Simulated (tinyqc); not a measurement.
Comparisons within one model: smearing for a one-band metal on the simple cubic lattice. A value that a table varies takes the place of the one given here.

Lattice vectors (units of a): a1 = (1, 0, 0), a2 = (0, 1, 0), a3 = (0, 0, 1). E(k) = -t A_1(k) - t2 A_2(k), A_m the sum of cos(k . R) over the 6 nearest and 12 second lattice vectors. Mesh k = sum (j_i/N) b_i, j_i = 0 .. N-1.

With x = (E_k - mu)/sigma: Fermi-Dirac f = 1/(1 + exp(x)), s = -f ln f - (1 - f) ln(1 - f); Gaussian f = erfc(x)/2, s = exp(-x^2)/(2 sqrt(pi)); Methfessel-Paxton (first order) f = erfc(x)/2 - x exp(-x^2)/(2 sqrt(pi)), s = (1 - 2 x^2) exp(-x^2)/(4 sqrt(pi)); cold (Marzari-Vanderbilt) with y = x + 1/sqrt(2), f = erfc(y)/2 + exp(-y^2)/sqrt(2 pi), s = y exp(-y^2)/sqrt(2 pi). With weights w = points/N^d (d the dimension), mu solves 2 sum w f = ne; E = 2 sum w f E_k, S = 2 sum w s, F = E - sigma S.

With x = (E_k - mu)/sigma: Gaussian f = erfc(x)/2, s = exp(-x^2)/(2 sqrt(pi)); Methfessel-Paxton (first order) f = erfc(x)/2 - x exp(-x^2)/(2 sqrt(pi)), s = (1 - 2 x^2) exp(-x^2)/(4 sqrt(pi)). With weights w = points/N^d (d the dimension), mu solves 2 sum w f = ne; E = 2 sum w f E_k, S = 2 sum w s, F = E - sigma S.

With x = (E_k - mu)/sigma: Methfessel-Paxton (first order) f = erfc(x)/2 - x exp(-x^2)/(2 sqrt(pi)), s = (1 - 2 x^2) exp(-x^2)/(4 sqrt(pi)). With weights w = points/N^d (d the dimension), mu solves 2 sum w f = ne; E = 2 sum w f E_k, S = 2 sum w s, F = E - sigma S.

Inputs chosen for the exercise: t = 0.33 eV (nearest hopping); t2 = -0.04 eV (second hopping); ne = 1.17 (electrons per cell); N = 4 (unshifted mesh); sigma = 0.099 eV (width).

## Error of each scheme against the width

All on the dense mesh N = 40. The reference is F of first-order Methfessel-Paxton smearing with sigma = 0.05 t on the mesh N = 40; it moves by 0.05 meV on the mesh N = 50; in three dimensions such meshes can agree by chance and the reference may be off by about 1 meV, so smaller errors are not resolved.

Errors (meV per cell):
```
sigma (eV)    FD F  FD (E+F)/2  Gauss F  Gauss (E+F)/2  MP F  cold F
0.033        -1.46        0.04    -0.20           0.02  0.02    0.04
0.050        -3.35        0.05    -0.47           0.03  0.03    0.05
0.066        -5.99        0.05    -0.87           0.04  0.04    0.05
0.099       -13.51        0.00    -2.02           0.05  0.05    0.06
0.132       -23.96       -0.21    -3.62           0.05  0.05    0.08
0.198       -53.09       -1.66    -8.21           0.05  0.05    0.18
0.264       -92.03       -5.40   -14.62           0.03  0.03    0.37
```

reference = -0.66245 eV

Doubling sigma from 0.066 to 0.132 eV multiplies the error of F by 4.0 (Fermi-Dirac) and 4.2 (Gaussian); a pure sigma^2 term would give 4. At the smallest width Fermi-Dirac errs 7.5 times as much as Gaussian, against 2 pi^2/3 = 6.6 for the ratio of the sigma^2 terms at equal sigma. At the largest width the sizes of the errors rank Gauss (E+F)/2 0.0, MP F 0.0, cold F 0.4, FD (E+F)/2 5.4, Gauss F 14.6, FD F 92.0 meV; below about 1 meV this order, and the ratios at the smallest width, carry the noise of the mesh.

## Mesh against width

Gaussian smearing, (E + F)/2. The reference is F of first-order Methfessel-Paxton smearing with sigma = 0.05 t on the mesh N = 40; it moves by 0.05 meV on the mesh N = 50; in three dimensions such meshes can agree by chance and the reference may be off by about 1 meV, so smaller errors are not resolved.

Errors (meV per cell):
```
N   sigma = 0.05 t  sigma = 0.15 t  sigma = 0.4 t
4            13.13           11.98          10.06
6            -1.13           -1.64          -2.41
8             0.98            0.62           0.21
12           -0.91           -0.92          -0.58
16           -0.20           -0.17          -0.01
24            0.04            0.04           0.04
```

reference = -0.66245 eV

First N from which the value stays within 2 meV of its last entry (which need not be the best one): 6 for sigma = 0.05 t, 6 for sigma = 0.15 t, 8 for sigma = 0.4 t. At the last mesh the errors are +0.04, +0.04 and +0.04 meV. By this 2 meV bar the wider smearing does not converge sooner. The smallest error belongs to 0.05 t on 2, 0.15 t on 0, 0.4 t on 4 of the 6 meshes.

## What moves the results of Methfessel-Paxton (first order) smearing

All sums formed anew. Each row changes one parameter from the base and keeps the others.

Results:
```
case              mu (eV)   E (eV)       S   F (eV)
base              -0.0133  -0.6505  0.0134  -0.6518
N = 8              0.0603  -0.6619  0.0016  -0.6621
sigma = 0.198 eV  -0.0092  -0.6476  0.0300  -0.6535
ne = 1.27          0.0410  -0.6492  0.0133  -0.6505
t2 = -0.007 eV     0.0182  -0.6224  0.0558  -0.6280
t = 0.363 eV      -0.0133  -0.7123  0.0134  -0.7137
```

The largest shifts from the base row, up to three for each result and ties (the steps differ in size, so this ranks the rows, not the parameters). mu (eV): N +0.0736, ne +0.0543, t2 +0.0315; unchanged at the printed digits by t. E (eV): t -0.0619, t2 +0.0280, N -0.0115. S: t2 +0.0424, sigma +0.0166, N -0.0119; unchanged at the printed digits by t. F (eV): t -0.0619, t2 +0.0238, N -0.0103.

Computed by tinyqc, a small Python program: `OMP_NUM_THREADS=1 python tinyqc.py 1680868 1680869 out.jsonl` (the numbers bound the seed that draws the inputs); one thread of a shared host (Intel(R) Xeon(R) Processor @ 2.30GHz), about 0.3 s for the whole set of steps.
